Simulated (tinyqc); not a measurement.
Elastic trap-assisted tunnelling through a dielectric: two steps of the calculation.

Emitter at x = 0 (Fermi level 0), collector at x = t (Fermi level -V), band edge U(x) = phi - F x, F = V/t. A trap at x has the energy E = U(x) - Et. With G(u) = (4/(3 F)) sqrt(mo/C) max(u, 0)^1.5, C = hbar^2/(2 m0): S1 = G(phi - E) - G(Et), S2 = G(Et) - G(phi - V - E), T1,2 = exp(-S1,2). The steady rate through one trap is nu T1 T2 (f1 - f2)/(T1 + T2), f1 = f(E), f2 = f(E + V), f(y) = 1/(1 + exp(y/Vt)); both contacts offer states at E.

Inputs (values chosen for the exercise); dielectric values close to those of aluminium oxide:

| symbol | value | unit | meaning |
|---|---|---|---|
| T | 300 | K | temperature |
| phi | 2.53 | eV | barrier above the emitter Fermi level |
| mo | 0.4 | m0 | tunnelling mass |
| t | 5.4 | nm | thickness |
| Et | 2.19 | eV | trap depth below the band edge of the dielectric |
| Nt | 5.8e18 | cm^-3 | trap density |
| nu | 1e13 | 1/s | attempt frequency |
| n | 9 |  | points of the grid |
| V | 1.46 | V | voltage |
| xa | 1.82 | nm | left end of the grid |
| xb | 3.07 | nm | right end of the grid |

Constants: q = 1.602176634e-19 C, kB = 1.380649e-23 J/K, hbar = 1.054571817e-34 J s, m0 = 9.1093837015e-31 kg, Vt = kB T/q, hbar^2/(2 m0) = 0.0380998212 eV nm^2. Results are converted to the units shown.

Question 1. Rate through a trap near the best position. n equally spaced x from xa to xb, where nearly all of the current flows; J = q Nt times the integral of the rate, by Simpson's rule.

Give: x; E; S1; S2; f1 - f2; rate; J.

Answer 1.

x, point 0 to 8 (nm): [1.820, 1.976, 2.132, 2.289, 2.445, 2.601, 2.757, 2.914, 3.070]
E, point 0 to 8 (eV): [-0.1521, -0.1943, -0.2366, -0.2788, -0.3211, -0.3633, -0.4055, -0.4478, -0.4900]
S1, point 0 to 8: [18.40, 20.07, 21.74, 23.43, 25.14, 26.85, 28.58, 30.32, 32.08]
S2, point 0 to 8: [30.20, 29.07, 27.92, 26.76, 25.57, 24.37, 23.15, 21.91, 20.65]
f1 - f2, point 0 to 8: [0.9972, 0.9995, 0.9999, 1.000, 1.000, 1.000, 1.000, 1.000, 1.000]
rate, point 0 to 8 (1/s): [0.7647, 2.370, 7.458, 23.17, 47.63, 20.10, 3.849, 0.6776, 0.1174]
J = 1.471e-6 A/cm^2

Question 2. The best-placed trap against direct tunnelling. At x = xs: E, S1, S2 and the occupation (T1 f1 + T2 f2)/(T1 + T2). Direct tunnelling at E = 0 has S = (4/(3 F)) sqrt(mo/C) [phi^1.5 - max(phi - V, 0)^1.5].

xs = 2.45 nm

Find: E; S1; S2; occupation; S of direct tunnelling.

Answer 2.

E = -0.3224 eV
S1 = 25.19
S2 = 25.53
occupation = 0.5843
S of direct tunnelling = 46.62

Range of the model: Phonon-assisted (inelastic) capture, chains of traps and a spread of trap depths are left out.

Numbers from tinyqc (`OMP_NUM_THREADS=1 python tinyqc.py 2370125 2370126 out.jsonl`; about 0.04 s on one thread of a shared Intel Xeon 2.30GHz).
